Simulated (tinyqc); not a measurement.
From one set of inputs to another, one input at a time: band-to-band tunnelling and avalanche in a reverse-biased abrupt junction. Computed by tinyqc, a small Python program. Command: `OMP_NUM_THREADS=1 python tinyqc.py 3024228 3024229 out.jsonl zener ladder`. One thread of a shared host (Intel(R) Xeon(R) Processor @ 2.30GHz), about 0.05 s of CPU time with the checks.

Direct Kane tunnelling in the local field (for indirect gaps the mass is an effective fit) and one ionisation coefficient for both carriers. N is the doping of the light side, or N_A N_D/(N_A + N_D) for the symmetric junction; the built-in voltage is taken as E_g/e.

The inputs printed are set A. Set A is modelled on In0.53Ga0.47As; the values taken over come from a set modelled on silicon. Inputs not listed in the table keep their values of set A, so the rows need not describe a real material.

Inputs (values chosen for the exercise, modelled on In0.53Ga0.47As): band gap at 300 K, E_g = 0.74 eV; gap narrowing with temperature, -dE_g/dT = 0.32 meV/K; reduced tunnelling mass m_r = 0.025 m_0; permittivity eps = 13.9; ionisation prefactor a = 5.2e+06 1/cm; ionisation field at 300 K, b = 1.58e+06 V/cm; relative rise of b with temperature = 4.5 1e-4/K; effective doping N = 3.5e+17 1/cm^3; reverse bias V_R = 0.7 V; current density that defines tunnel breakdown, J_0 = 10 A/cm^2; temperature T = 300 K.

Junction: symmetric.

Constants: eps_0 = 8.8541878128e-12 F/m; e = 1.602176634e-19 C; m_0 = 9.1093837015e-31 kg; hbar = 1.054571817e-34 J s.

Method:
- E_g(T) = E_g - (T - 300 K)(-dE_g/dT); b(T) = b [1 + (rise)(T - 300 K)]; w = sqrt(2 eps eps_0 (V_R + E_g/e)/(e N)); F_m = 2 (V_R + E_g/e)/w; the field falls linearly from F_m to 0 on both sides.
- Kane: G(F) = A F^2 exp(-B/F), A = e^2 sqrt(m_r)/(18 pi hbar^2 sqrt(E_g)), B = pi sqrt(m_r) E_g^(3/2)/(2 e hbar), SI units; J = e int G dx x V_R/(V_R + E_g/e), the last factor making J vanish at zero bias; int G dx = (w/F_m) int_0^F_m G dF by 64 Gauss-Legendre points.
- Avalanche: I = (w/F_m) int_0^F_m a exp(-b/F) dF by 64 Gauss-Legendre points, M = 1/(1 - I), breakdown at I = 1.
- V_Z solves J = J_0 and V_A solves I = 1; the lower one is the breakdown voltage; temperature coefficients by a central difference of +/- 10 K.

Each row keeps all changes above it:
```
input moved                             from       to  tunnel current density (A/cm^2)  avalanche breakdown V_A (V)  peak field F_m (MV/cm)
set A                                      -        -                       1.0070e-01                       2.9683                 0.36225
ionisation prefactor a (1/cm)        5200000  1200000                       1.0070e-01                       7.1383                 0.36225
permittivity eps                        13.9     11.7                       4.3395e-01                       6.5973                 0.39484
reduced tunnelling mass m_r (m_0)      0.025     0.21                       5.5087e-13                       6.5973                 0.39484
reverse bias V_R (V)                     0.7      2.8                       2.1241e-05                       6.5973                 0.61907
band gap at 300 K, E_g (eV)             0.74     1.13                       6.5920e-15                       6.2073                 0.65228
effective doping N (1/cm^3)          3.5e+17  4.6e+17                       3.9511e-12                       5.4663                 0.74779
ionisation field at 300 K, b (V/cm)  1580000  1540000                       3.9511e-12                       5.2380                 0.74779
```

Which inputs carry the difference?

Tunnel current density goes from 0.101 to 3.95e-12, a factor 3.92e-11 in all. The largest single move comes from reduced tunnelling mass m_r (a factor 1.27e-12), and reverse bias V_R works against it (a factor 3.86e7). Avalanche breakdown V_A goes from 2.97 to 5.24, a factor 1.76 in all. The largest single move comes from ionisation prefactor a (a factor 2.40), and effective doping N works against it (a factor 0.881). Peak field F_m goes from 0.362 to 0.748, a factor 2.06 in all. The largest single move comes from reverse bias V_R (a factor 1.57). The single moves hold for this order of the switches; the total does not depend on the order.

Caution (rows set A, effective doping N, ionisation field at 300 K, b): V_A is below about 5 E_g/e, where the local law understates it, since it ignores the distance a carrier needs to reach the ionisation energy.

Extremes, crossings and ranges named in words are read from the listed rows.
